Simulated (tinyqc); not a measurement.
Thermally averaged conductivity mass under uniaxial [110] stress: six-band Luttinger-Kohn model with strain.

Six-band Luttinger-Kohn model in the basis |3/2,3/2>, |3/2,1/2>, |3/2,-1/2>, |3/2,-3/2>, |1/2,1/2>, |1/2,-1/2>, electron energies, zero at the top of the unstrained valence band. H = -[rows: (P+Q, -S, R, 0, -S/r2, r2 R); (-S*, P-Q, 0, R, -r2 Q, r32 S); (R*, 0, P-Q, S, r32 S*, r2 Q); (0, R*, S*, P+Q, -r2 R*, -S*/r2); (-S*/r2, -r2 Q, r32 S, -r2 R, P+Dso, 0); (r2 R*, r32 S*, r2 Q, -S/r2, 0, P+Dso)], r2 = sqrt(2), r32 = sqrt(3/2). Levels are twofold.

P = c g1 k^2 - av tr(e); Q = c g2 (kx^2 + ky^2 - 2 kz^2) - (b/2)(exx + eyy - 2 ezz); R = c sqrt3 [-g2 (kx^2 - ky^2) + 2i g3 kx ky] + (sqrt3/2) b (exx - eyy) - i d exy; S = 2 c sqrt3 g3 (kx - i ky) kz - d (exz - i eyz); c = hbar^2/2m0, e the strain tensor (not engineering shear).

s11 = (C11 + C12)/((C11 - C12)(C11 + 2 C12)), s12 = -C12/((C11 - C12)(C11 + 2 C12)), s44 = 1/C44; exx = s11 sxx + s12 (syy + szz) and cyclic, exy = s44 sxy/2; tension is positive. A uniaxial stress X along the unit vector n is s_ij = X n_i n_j.

Constants: hbar^2/2m0 = 3.80998211 eV angstrom^2; kB = 8.617333262e-05 eV/K.

Inputs chosen for the exercise (near those of GaAs; not measured data): Dso = 0.345 eV (spin-orbit splitting); g1 = 6.97 (Luttinger gamma1); g2 = 2.05 (gamma2); g3 = 2.92 (gamma3); av = 1.17 eV (valence hydrostatic potential); b = -1.99 eV (tetragonal shear potential); d = -4.93 eV (trigonal shear potential); C11 = 123.3 GPa; C12 = 55.4 GPa; C44 = 59.1 GPa; load = uniaxial [110] (kind of stress); T = 350 K (temperature).

Non-degenerate holes: weights exp(E/kT) on a 16 x 16 x 16 grid of midpoints in the cube |k_i| < 0.2 1/angstrom; 1/m_c = <(dE/dk_u)^2>/(hbar^2 kT) along [110], over all six bands. With an unchanged scattering time the mobility goes as 1/m_c.

Averages:

| X (GPa) | share of the top pair | m_c (m0) | gain m_c(0)/m_c |
|---|---|---|---|
| -1.50 | 0.988 | 0.178 | 2.372 |
| -0.50 | 0.960 | 0.329 | 1.285 |
| 0.00 | 0.952 | 0.423 | 1.000 |
| 0.50 | 0.960 | 0.525 | 0.805 |
| 1.50 | 0.982 | 0.719 | 0.589 |

The largest gain from mass alone is 2.37 at X = -1.50 GPa, where the top pair holds 99 % of the holes (95 % without stress); the opposite end of the sweep gives 0.59; the grid is good to about 0.02 in these ratios. The average reaches energies of a few kT, beyond the range of the edge curvature, and changes of scattering are left out.

Computed by tinyqc, a small Python program: `OMP_NUM_THREADS=1 python tinyqc.py 1050528 1050529 out.jsonl` (the numbers bound the seed that draws the inputs); one thread of a shared host (Intel(R) Xeon(R) Processor @ 2.30GHz), about 0.3 s for the whole set of steps.
